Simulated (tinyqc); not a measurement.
From one set of inputs to another, one input at a time: Landau-Devonshire theory of a uniaxial ferroelectric. Computed by tinyqc, a small Python program. Command: `OMP_NUM_THREADS=1 python tinyqc.py 3003373 3003374 out.jsonl ferro ladder`. One thread of a shared host (Intel(R) Xeon(R) Processor @ 2.30GHz), about 0.01 s of CPU time with the checks.

G(P) = (alpha/2) P^2 + (beta*/4) P^4 + (gamma/6) P^6 - E P per volume, SI units, one domain, P along the polar axis, which is normal to the film.

The inputs printed are set A. Inputs not listed in the table keep their values of set A, so the rows need not describe a real material.

Inputs (values chosen for the exercise, for a model ferroelectric):

| quantity | value | unit |
|---|---|---|
| alpha_0 | 1.89e+06 | J m/(C^2 K) |
| Curie-Weiss temperature T0 | 350 | K |
| beta | 2.45e+08 | J m^5/C^4 |
| gamma | 2.47e+09 | J m^9/C^6 |
| temperature T | 233 | K |
| misfit strain u_m | -0.017 | - |
| electrostriction Q12 | -0.038 | m^4/C^2 |
| compliance s11 + s12 | 5.7e-12 | m^2/N |
| gradient coefficient g | 7e-10 | J m^3/C^2 |

Sample: epitaxial film.

Constants: eps_0 = 8.8541878128e-12 F/m.

Method:
- alpha = alpha_0 (T - T0*), with clamping: T0* = T0 + 4 Q12 u_m/(alpha_0 (s11 + s12)), beta* = beta + 4 Q12^2/(s11 + s12).
- Ps^2 = [-beta* + sqrt(beta*^2 - 4 alpha gamma)]/(2 gamma).
- chi = 1/(eps_0 G''), G'' = alpha + 3 beta* P^2 + 5 gamma P^4 at Ps. Ps, chi and the coercive field are for perfect screening, without a depolarising field. The intrinsic coercive field is |alpha P + beta* P^3 + gamma P^5| at the P_c where G'' = 0. 1 C/m^2 = 100 microcoulomb/cm^2.
- With the term (g/2) (dP/dx)^2, (g/2) P'^2 = G(P) - G(Ps) across the wall: energy = int_(-Ps)^(Ps) sqrt(2 g [G(P) - G(Ps)]) dP (40 Gauss-Legendre points); width = 2 Ps over the slope at P = 0, sqrt(2 |G(Ps)|/g). Elastic coupling inside the wall is left out.

Each row keeps all changes above it:

| input moved | from | to | intrinsic coercive field (MV/m) | wall energy (mJ/m^2) | well depth G(Ps) (MJ/m^3) |
|---|---|---|---|---|---|
| set A | - | - | 169.21 | 230.00 | -62.24 |
| beta (J m^5/C^4) | 245000000 | -805000000 | 239.11 | 368.81 | -104.35 |
| electrostriction Q12 (m^4/C^2) | -0.038 | -0.043 | 240.34 | 353.27 | -102.74 |
| compliance s11 + s12 (m^2/N) | 5.7e-12 | 5.6e-12 | 242.41 | 354.45 | -103.63 |
| temperature T (K) | 233 | 301 | 187.89 | 286.50 | -75.99 |
| gamma (J m^9/C^6) | 2470000000 | 1.65e+10 | 132.42 | 130.02 | -35.12 |
| misfit strain u_m | -0.017 | -0.0044 | 36.31 | 45.10 | -7.36 |
| alpha_0 (J m/(C^2 K)) | 1890000 | 691000 | 24.49 | 32.59 | -4.56 |

Intrinsic coercive field goes from 169 to 24.5, a factor 0.145 in all. The largest single move comes from misfit strain u_m (a factor 0.274), and beta works against it (a factor 1.41). Wall energy goes from 230 to 32.6, a factor 0.142 in all. The largest single move comes from misfit strain u_m (a factor 0.347), and beta works against it (a factor 1.60). Well depth G(Ps) goes from -62.2 to -4.56, +57.7 in all. The largest single move comes from beta (-42.1), but it runs against the net change; the largest move in the direction of the net change is gamma (+40.9). The single moves hold for this order of the switches; the total does not depend on the order.

Caution (rows set A, beta, electrostriction Q12, compliance s11 + s12, temperature T, gamma): far below T0* the expansion with linear alpha(T) is only a fit.

Extremes, crossings and ranges named in words are read from the listed rows.
